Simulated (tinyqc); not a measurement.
From a target to a composition: model-solid line-up of a strained alloy layer on a substrate.

Problem. A layer of the alloy is strained to the substrate, and its gap (Ec minus the top valence edge) is given. Find x between 0.21 and 0.98, where the gap is monotonic.

All values of the alloy are linear in x but the gap, Eg(x) = (1 - x) Eg_A + x Eg_B - C x (1 - x), and the valence edge, Ev(x) = (1 - x) Ev_A + x Ev_B + fv C x (1 - x); Ec = Ev + Eg. Ev is the top of the unstrained valence band on a scale common to all materials. In the layer only the Gamma valley of the conduction band is followed, also where an X or L valley would lie lower.

Coherent growth on a (110) face: e_par = (a_s - a)/a, e_perp = -(C11 + 3 C12 - 2 C44)/(C11 + C12 + 2 C44) e_par; exx = eyy = (e_par + e_perp)/2, ezz = e_par, exy = (e_perp - e_par)/2, eyz = ezx = 0.

Strained edges: Ec + ac tr(e); the valence edges are Ev plus the levels of the 6 x 6 matrix of X, Y, Z times spin with -Dso/3 + l exx + m (eyy + ezz) on the diagonal (cyclic), n exy off it, l = av + 2 b, m = av - b, n = sqrt(3) d. Spin-orbit term (Dso/3) L.sigma on X, Y, Z with (L_k)_ij = -i epsilon_kij: <X+|H|Y+> = -i Dso/3, <X+|H|Z-> = Dso/3, <Y+|H|Z-> = -i Dso/3, <Z+|H|X-> = -Dso/3, <Z+|H|Y-> = i Dso/3, <X-|H|Y-> = i Dso/3, and their conjugates; + and - are the spin along z.

Values chosen for the exercise (A near GaP, B near GaAs, substrate near Ge; the results hold for these values, not for the real material):
- a = (5.456, 5.654) angstrom (lattice constant of A, B)
- Eg = (2.909, 1.533) eV (gap at Gamma to the s-like level of A, B)
- Dso = (0.079, 0.34) eV (spin-orbit splitting of A, B)
- Ev = (-1.27, -0.8) eV (top of the unstrained valence band of A, B)
- ac = (-8.32, -7.26) eV (conduction deformation potential of A, B)
- av = (1.72, 1.18) eV (valence hydrostatic potential of A, B)
- b = (-1.62, -1.99) eV (tetragonal shear potential of A, B)
- d = (-4.65, -4.74) eV (trigonal shear potential of A, B)
- C11 = (142.5, 123) GPa (of A, B)
- C12 = (61.1, 57) GPa (of A, B)
- C44 = (71.2, 59.2) GPa (of A, B)
- C = 0.17 eV (bowing of the gap)
- fv = 0 (share of the bowing taken by the valence edge)
- a_s = 5.662 angstrom (substrate)
- face = 110 (growth face)

strained gap = 1.522804 eV

Find: x; e_par; gap of the relaxed alloy.

Solution. Bisect on x; the strained gap is 1.9773 eV at x = 0.21 and 1.5228 eV at x = 0.98.

x = 0.980
e_par = 0.212 %
gap of the relaxed alloy = 1.557 eV

(tinyqc, `OMP_NUM_THREADS=1 python tinyqc.py 1080703 1080704 out.jsonl`, Intel(R) Xeon(R) Processor @ 2.30GHz, 1 thread, shared host, about 0.02 s.)
